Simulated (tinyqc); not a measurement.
# Worked calculation: strained alloy layer of InAs and GaAs on (001) InP, model-solid band line-up

tinyqc, about 0.01 s, one thread, Intel Xeon 2.30GHz (shared host): `OMP_NUM_THREADS=1 python tinyqc.py 2690127 2690128 out.jsonl` Printed values are rounded.

The layer is x parts of the first compound and 1 - x of the second, grown coherently on the third as substrate and barrier. Rows of the table: lattice constant a, average valence level Ea on an absolute scale, spin-orbit splitting so, gaps at Gamma, X and L, hydrostatic deformation potentials av and ac (Gamma), shear potential b, elastic constants, electron and heavy-hole (along z) masses. All are interpolated linearly in x; gaps get -C x (1 - x), taken wholly in the conduction band; real line-ups can differ from this model by 0.1 eV or more.

Values chosen for this exercise:
- x = 0.66 (fraction of the first compound in the layer)
- CG = 0.477 eV (bowing of the Gamma gap)
- CX = 1.4 eV (bowing of the X gap)
- CL = 0.33 eV (bowing of the L gap)
- Lw = 5 nm (layer thickness)

Constants: q = 1.602176634e-19 C, hbar = 1.054571817e-34 J s, h = 6.62607015e-34 J s, m0 = 9.1093837015e-31 kg, c = 299792458 m/s, hbar^2/(2 m0) = 0.0380998212 eV nm^2. Results are converted to the units shown.

## Relaxed alloy and strain

Binary compounds, values chosen for the exercise:

|  | close to InAs | close to GaAs | close to InP |
|---|---|---|---|
| a (angstrom) | 6.058 | 5.653 | 5.869 |
| Ea (eV) | -6.67 | -6.92 | -7.04 |
| so (eV) | 0.382 | 0.335 | 0.109 |
| EG (eV) | 0.351 | 1.43 | 1.34 |
| EX (eV) | 1.37 | 1.9 | 2.19 |
| EL (eV) | 1.08 | 1.73 | 1.9 |
| av (eV) | 1.01 | 1.16 | 1.27 |
| ac (eV) | -5.15 | -7.27 | -5 |
| b (eV) | -1.8 | -1.68 | -1.72 |
| c11 (GPa) | 83.7 | 120 | 101 |
| c12 (GPa) | 44.6 | 53.3 | 56.4 |
| me (m0) | 0.0231 | 0.0665 | 0.0793 |
| mh (m0) | 0.329 | 0.349 | 0.536 |

In-plane strain e = (a_substrate - a)/a, e_z = -2 (c12/c11) e, volume change 2 e + e_z.

a = 5.920300 angstrom
Gamma gap = 0.6108212 eV
X gap = 1.236040 eV
L gap = 1.226948 eV
e = -0.8665101 %
e_z = 0.8581556 %
volume change = -0.8748647 %

The relaxed alloy has its lowest gap at Gamma (direct). The layer is under compressive in-plane strain.

## Band edges and offsets

In-plane strain e = (a_substrate - a)/a, e_z = -2 (c12/c11) e, volume change 2 e + e_z. With v = 2 e + e_z and d = 2 b (e_z - e): Eav = Ea + av v; E_hh = Eav + so/3 - d/2; E_lh = Eav - so/6 + d/4 + sqrt(so^2 + so d + 9 d^2/4)/2; E_c = Ea + so/3 + EG + ac v (Gamma). Substrate: E_v = Ea + so/3, E_c = E_v + EG. Well depths: dEc = E_c(substrate) - E_c, dEhh = E_hh - E_v(substrate), dElh likewise; strained Gamma gap E_c - max(E_hh, E_lh); positive values confine carriers in the layer.

d = -0.06068064 eV
E_hh = -6.611935 eV
E_lh = -6.667218 eV
E_c = -5.970811 eV
strained Gamma gap = 0.6411248 eV
dEc = 0.3071439 eV
dEhh = 0.3917313 eV
dElh = 0.3364485 eV

The heavy-hole band lies on top, by 55.3 meV. At Gamma the line-up is type I, both carriers held in the layer.

## Critical thickness

In-plane strain e = (a_substrate - a)/a. Matthews-Blakeslee for 60-degree dislocations in a single layer: hc = k (ln(hc/bv) + 1), k = bv (1 - nu/4)/(4 pi |e| (1 + nu)), nu = c12/(c11 + c12), bv = a/sqrt(2); the larger root.

nu = 0.3311838
bv = 0.4186284 nm
hc = 11.40271 nm

The layer, Lw = 5 nm, is thinner than hc, so it stays coherent by this criterion.

## Electron to heavy-hole transition of the well

Lowest level of a finite well of width Lw and depth V: kw Lw/2 = arctan(sqrt((mw/mb)(V - E)/E)), kw = sqrt(mw E/C), C = hbar^2/(2 m0), for electrons (dEc) and heavy holes (dEhh), mb from the substrate; transition E_c - E_hh + both levels, without exciton binding; wavelength h c/E.

electron mass in the layer = 0.03785600 m0
heavy-hole mass in the layer = 0.3358 m0
electron level = 99.29006 meV
heavy-hole level = 27.70672 meV
transition energy = 0.7681215 eV
wavelength = 1614.122 nm
